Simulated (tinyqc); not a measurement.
Molecular dynamics of a small cluster by velocity Verlet steps: one step, computed by the program tinyqc.

E = sum_i {sum_j A exp(-p (r_ij/r0 - 1)) - xi sqrt(rho_i)}, rho_i = sum_j exp(-2 q (r_ij/r0 - 1)); the force on i is -sum_j w_ij (R_i - R_j)/r_ij with w_ij = -(2p/r0) A exp(-p (r_ij/r0 - 1)) + (xi q/r0) exp(-2 q (r_ij/r0 - 1)) (rho_i^(-1/2) + rho_j^(-1/2)).

Task: Step 1. Velocity Verlet: a = c F/M with c = 9.648533212e-3 angstrom/fs^2 per eV/(angstrom u); R(new) = R + v dt + a dt^2/2; v(new) = v + (a + a(new)) dt/2. Kinetic energy K = M v^2/(2c); temperature T = 2K/((3N - 3) k_B), rotation of the cluster included.

Inputs (values chosen for the exercise, for model atoms): length r0 = 2.44 angstrom; repulsion A = 0.15 eV; hopping xi = 1.46 eV; decay p = 9.55; decay q = 3.39; atomic mass M = 43.7 u; time step dt = 3.6 fs.

Potential: Gupta. Thermostat: none.

starting positions (angstrom), rows atom 1, atom 2, atom 3, atom 4, columns x, y, z:
$$\begin{pmatrix}
0.02 & -0.03 & 0.03 \\
2.27 & -0.05 & -0.02 \\
1.1 & 1.96 & 0.01 \\
1.14 & 0.61 & 1.85
\end{pmatrix}$$

starting velocities (angstrom/fs), rows atom 1, atom 2, atom 3, atom 4, columns x, y, z:
$$\begin{pmatrix}
0.00092 & -0.00218 & 0.00041 \\
-0.00087 & 0.00137 & -0.00304 \\
0.00103 & 0.00012 & -0.00084 \\
-0.00108 & 0.00069 & 0.00347
\end{pmatrix}$$

Constants: 1 eV/(angstrom u) = 9.648533212e-03 angstrom/fs^2; k_B = 8.617333262e-05 eV/K.

Give: positions after step 1; new forces; velocities after step 1; total energy.

Result:

positions after step 1 (angstrom), rows atom 1, atom 2, atom 3, atom 4, columns x, y, z:
$$\begin{pmatrix}
0.025 & -0.037 & 0.032 \\
2.265 & -0.044 & -0.030 \\
1.104 & 1.958 & 0.008 \\
1.136 & 0.613 & 1.860
\end{pmatrix}$$

new forces (eV/angstrom), rows atom 1, atom 2, atom 3, atom 4, columns x, y, z:
$$\begin{pmatrix}
1.260 & 0.771 & 0.472 \\
-1.376 & 0.870 & 0.629 \\
0.071 & -1.691 & 0.593 \\
0.045 & 0.050 & -1.694
\end{pmatrix}$$

velocities after step 1 (angstrom/fs), rows atom 1, atom 2, atom 3, atom 4, columns x, y, z:
$$\begin{pmatrix}
0.001925 & -0.001574 & 0.000779 \\
-0.001969 & 0.002063 & -0.002550 \\
0.001088 & -0.001220 & -0.000375 \\
-0.001044 & 0.000731 & 0.002146
\end{pmatrix}$$

total energy = -9.217 eV
